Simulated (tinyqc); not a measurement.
Microkinetic model of low-temperature epitaxy from hydride gases: adsorption, hydrogen desorption and rate control: one step, computed by the program tinyqc.

Each hydride molecule needs two free sites and leaves four hydrogen atoms, of which two leave at once as H2; theta is the hydrogen coverage, the site density is 6.78 per nm^2 and one layer is 1.358 angstrom thick.

Task: Coverage and growth rate. With k the hydride and k_H the hydrogen adsorption rate on free pairs and k_d the desorption rate, steady state: 2 (k + k_H)(1 - theta)^2 = k_d theta; growth rate R = k (1 - theta)^2 layers/s; 1 layer/s = 8.148 nm/min. With c = 2 (k + k_H)/k_d the free share is 1 - theta = 2/(1 + sqrt(1 + 4c)).

Inputs (values chosen for the exercise, close to those used for silane on Si(001)): temperature T = 450 C.

Film: silicon. Order of hydrogen desorption: first.

k = 0.02907660 1/s

k_H = 0 1/s

k_d = 0.002187027 1/s

Give: c; hydrogen coverage theta; growth rate R in layers; growth rate G.

Result:

c = 26.59

hydrogen coverage theta = 0.8240

growth rate R in layers = 9.010e-04 layers/s

growth rate G = 0.007342 nm/min

Hydrogen covers most sites: its desorption limits growth.
